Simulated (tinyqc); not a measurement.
Isochronal anneals: hydrogen passivation of interface dangling bonds: competing passivation and dissociation with distributed barriers. Computed by tinyqc, a small Python program. Command: `OMP_NUM_THREADS=1 python tinyqc.py 3017192 3017193 out.jsonl passiv walk`. One thread of a shared host (Intel(R) Xeon(R) Processor @ 2.30GHz), about 0.02 s of CPU time with the checks.

P_b + H2 gives P_bH + H at the rate k_f [H2]; P_bH gives P_b + H at the rate k_d. All defects start unpassivated. E_f and E_d are Gaussian and independent.

Inputs (values chosen for the exercise, close to those used for P_b centres at the silicon-oxide interface):

| quantity | value | unit |
|---|---|---|
| passivation prefactor k_f0 | 4.6e-08 | cm^3/s |
| mean passivation barrier E_f | 1.51 | eV |
| spread sigma_f | 0.054 | eV |
| dissociation prefactor k_d0 | 4.5e+12 | 1/s |
| mean dissociation barrier E_d | 2.63 | eV |
| spread sigma_d | 0.041 | eV |
| H2 in the oxide per atm, solubility factor | 3.5e+17 | 1/(cm^3 atm) |
| hydrogen pressure p | 0.05 | atm |
| anneal time t | 800 | s |

Constants: k_B = 8.617333262e-05 eV/K.

Method:
- [H2] = solubility factor x p; a = k_f0 [H2] exp(-E_f/(k_B T)), d = k_d0 exp(-E_d/(k_B T)). For one pair of barriers the active share is y = [d + a exp(-(a + d) t)]/(a + d).
- Temperatures in kelvin are T(C) + 273.15.
- Average y over both Gaussians with 40 x 40 Gauss-Hermite points.
- Minimise the averaged y over T between 150 and 900 C: find where ln y is equal at T - 0.05 and T + 0.05 C; T is rounded to 0.1 C.

best temperature = 484.2 C

Active share after the time t:

| T (C) | a (1/s) | d (1/s) | single barriers | distributed |
|---|---|---|---|---|
| 200 | 6.6369e-08 | 4.3617e-16 | 9.9995e-01 | 9.9987e-01 |
| 250 | 2.2865e-06 | 2.0751e-13 | 9.9817e-01 | 9.9628e-01 |
| 300 | 4.2480e-05 | 3.3674e-11 | 9.6659e-01 | 9.4352e-01 |
| 350 | 4.9379e-04 | 2.4147e-09 | 6.7366e-01 | 6.1886e-01 |
| 400 | 3.9870e-03 | 9.1786e-08 | 4.1209e-02 | 1.2209e-01 |
| 450 | 2.4116e-02 | 2.1097e-06 | 8.7477e-05 | 3.1190e-03 |
| 500 | 1.1557e-01 | 3.2326e-05 | 2.7962e-04 | 4.7394e-04 |
| 600 | 1.5494e+00 | 2.9716e-03 | 1.9143e-03 | 2.8600e-03 |
| 700 | 1.2183e+01 | 1.0787e-01 | 8.7760e-03 | 1.1999e-02 |
| 800 | 6.5232e+01 | 2.0048e+00 | 2.9818e-02 | 3.7719e-02 |

What follows from these numbers?

The distributed share is least at 500 C among these rows, 4.7e-4, and the search puts the optimum at 484.2 C. On the cold side defects with high E_f survive; on the hot side dissociation, with the larger barrier, gains on passivation with an energy E_d - E_f = 1.12 eV. In that row single barriers give 2.8e-4, so the spread raises the floor. Caution: atomic hydrogen, which both passivates and depassivates, and further passivation during cooling are left out. Caution: shares below about 1e-3 in these rows are formal; measured passivation levels off well above them.

Extremes, crossings and ranges named in words are read from the listed rows.
